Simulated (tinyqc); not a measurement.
# Carrier lifetime of a p-type layer with SRH, radiative, Auger and surface recombination: two studies

Uniform excess density dn = dp (no trapping), n = n0 + dn, p = p0 + dn, Boltzmann statistics, full ionisation. Surfaces enter as a rate 2 S dn/d, which holds while diffusion to them is fast.

Parameters, values chosen for the exercise; band and dielectric values close to those of cadmium telluride: temperature T = 250 K; band gap Eg = 1.53 eV; conduction-band density of states at T Nc = 6.02e17 cm^-3; valence-band density of states at T Nv = 1.36e19 cm^-3; radiative coefficient B = 2e-10 cm^3/s; acceptor density N = 3e16 cm^-3; Auger coefficient (two electrons) Cn = 2.9e-30 cm^6/s; Auger coefficient (two holes) Cp = 1.3e-30 cm^6/s; trap density Nt = 2.1e12 cm^-3; capture cross-section for electrons sn = 7e-15 cm^2; capture cross-section for holes sp = 5e-15 cm^2; thermal velocity (both carriers) vth = 2.5e7 cm/s; trap level below the conduction band Et = 0.57 eV; surface recombination velocity (both faces) S = 20 cm/s; sample thickness d = 70 um.

Constants: q = 1.602176634e-19 C, kB = 1.380649e-23 J/K, Vt = kB T/q. Results are converted to the units shown.

Each table varies one quantity; the others keep the values above.

## Lifetime against injection

ni = sqrt(Nc Nv) exp(-Eg/(2 Vt)), Eg in volts; majority density N/2 + sqrt(N^2/4 + ni^2), n0 p0 = ni^2; n1 = Nc exp(-Et/Vt), p1 = Nv exp((Et - Eg)/Vt); tn0 = 1/(sn vth Nt), tp0 = 1/(sp vth Nt). With e = n p - ni^2 = dn (n0 + p0 + dn): U_SRH = e/(tp0 (n + n1) + tn0 (p + p1)), U_rad = B e, U_Aug = (Cn n + Cp p) e, U_s = 2 S dn/d. Each tau is dn over its rate; tau = dn/U with U the sum.

The same in every row: tau_s (s) = 1.750e-4.

Lifetime against injection:
```
dn (cm^-3),tau_SRH (s),tau_rad (s),tau_Aug (s),tau (s),radiative share (%),largest path
1e11,2.721e-6,1.667e-7,8.547e-4,1.569e-7,94.13,radiative
1e12,2.721e-6,1.667e-7,8.546e-4,1.569e-7,94.13,radiative
1e13,2.722e-6,1.666e-7,8.535e-4,1.568e-7,94.13,radiative
1e14,2.734e-6,1.661e-7,8.428e-4,1.564e-7,94.17,radiative
1e15,2.844e-6,1.613e-7,7.467e-4,1.525e-7,94.53,radiative
1e16,3.673e-6,1.250e-7,3.086e-4,1.208e-7,96.60,radiative
1e17,5.651e-6,3.846e-8,1.676e-5,3.811e-8,99.08,radiative
1e18,6.420e-6,4.854e-9,2.290e-7,4.750e-9,97.85,radiative
1e19,6.519e-6,4.985e-10,2.372e-9,4.119e-10,82.63,radiative
```

What does the table show?

Radiative recombination leads at dn = 1e11 and in all other rows. The total lifetime falls from 1.57e-7 to 4.12e-10 s. tau_SRH goes from 2.72e-6 s (low-injection limit 2.72e-6 s) to 6.52e-6 s (high-injection limit tn0 + tp0 = 6.53e-6 s). Between the last two rows tau_rad goes as dn^(-0.99) and tau_Aug as dn^(-1.98); the radiative share goes from 94.1 through a maximum of 99.1 (at dn = 1e17 among the rows listed) to 82.6 %. For dn = 1e18, 1e19 the carriers are degenerate, where B and the Auger coefficients no longer stay constant.

## Effect of the trap level below the conduction band at dn = 6e14 cm^-3

Same model as above.

Here dn = 6e14 cm^-3.

The same in every row: tau_rad (s) = 1.6340e-7; tau_Aug (s) = 7.8708e-4; tau_s (s) = 1.7500e-4.

Result of one run:
```
Et (eV),tau_SRH (s),tau (s),radiative share (%),largest path
0.41,2.7958e-6,1.5421e-7,94.376,radiative
```

What becomes of these results when the trap level below the conduction band Et is changed from 0.41 to 0.06 eV, all else the same?

Result of the changed run:
```
Et (eV),tau_SRH (s),tau (s),radiative share (%),largest path
0.06,7.4217e-6,1.5970e-7,97.737,radiative
```

The whole series:
```
Et (eV),tau_SRH (s),tau (s),radiative share (%),largest path
0.06,7.4217e-6,1.5970e-7,97.737,radiative
0.24,2.7969e-6,1.5421e-7,94.379,radiative
0.41,2.7958e-6,1.5421e-7,94.376,radiative
0.59,2.7958e-6,1.5421e-7,94.376,radiative
0.76,2.7958e-6,1.5421e-7,94.376,radiative
0.94,2.7958e-6,1.5421e-7,94.376,radiative
1.12,2.7958e-6,1.5421e-7,94.376,radiative
1.29,2.8133e-6,1.5426e-7,94.409,radiative
1.47,7.7443e-5,1.6287e-7,99.676,radiative
```

Radiative recombination leads at Et = 0.06 and in all other rows. tau_SRH goes from 7.42e-6 through a minimum of 2.80e-6 (at Et = 0.41 to 1.12 among the rows listed) to 7.74e-5 s and the total lifetime goes from 1.60e-7 through a minimum of 1.54e-7 (at Et = 0.41 to 1.12 among the rows listed) to 1.63e-7 s. tau_SRH is within a factor 1.5 of its lowest value for Et from 0.24 to 1.29 eV; nearer a band edge n1 or p1 outgrows the carrier densities and the trap re-emits what it captured.

Program tinyqc, `OMP_NUM_THREADS=1 python tinyqc.py 2300112 2300113 out.jsonl`; Intel Xeon 2.30GHz, shared host, one thread, about 0.01 s.
